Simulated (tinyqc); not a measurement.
Schottky barriers and band offsets from neutrality levels: one step. The density of gap states that S implies. Two cases, with inputs chosen for the exercise.

Problem. S and PhiN are those of material 1, from the metal contact. In the picture of a dipole layer, S = 1/(1 + 4 pi (e^2/4 pi eps0) D dl/ei) with D states per area and energy. The charge in the gap states is D (WM - PhiN) S electrons missing per area, and the dipole step is (1 - S)(WM - PhiN). 1 angstrom^-2 = 1e16 cm^-2.

Constants: e^2/(4 pi eps0) = 14.39964547 eV angstrom.

Give: D; electrons missing from the gap states (negative: in excess); dipole step.

Case 1.

Values chosen: WM = 4.91 eV (work function of a metal); dl = 3.6 angstrom (width of the interface dipole layer); ei = 1.5 (its dielectric constant).

S = 0.247769
PhiN = 5.04000 eV

Solution.

D = 6.991e+13 1/(cm^2 eV)
electrons missing from the gap states (negative: in excess) = -2.25e+12 cm^-2
dipole step = -0.098 eV

Case 2.

Values chosen: WM = 5.13 eV (work function of a metal); dl = 5 angstrom (width of the interface dipole layer); ei = 1 (its dielectric constant).

S = 0.224937
PhiN = 4.90000 eV

Solution.

D = 3.808e+13 1/(cm^2 eV)
electrons missing from the gap states (negative: in excess) = 1.97e+12 cm^-2
dipole step = 0.178 eV

A surface holds about 1e15 atoms per cm^2, so 0.2 % of an electron per atom makes this step.

Computed by tinyqc, one run a case: `OMP_NUM_THREADS=1 python tinyqc.py N N+1 out.jsonl` with N = 1851203, 1851211; one thread of a shared Intel(R) Xeon(R) Processor @ 2.30GHz, about 0.01 s a run at most.
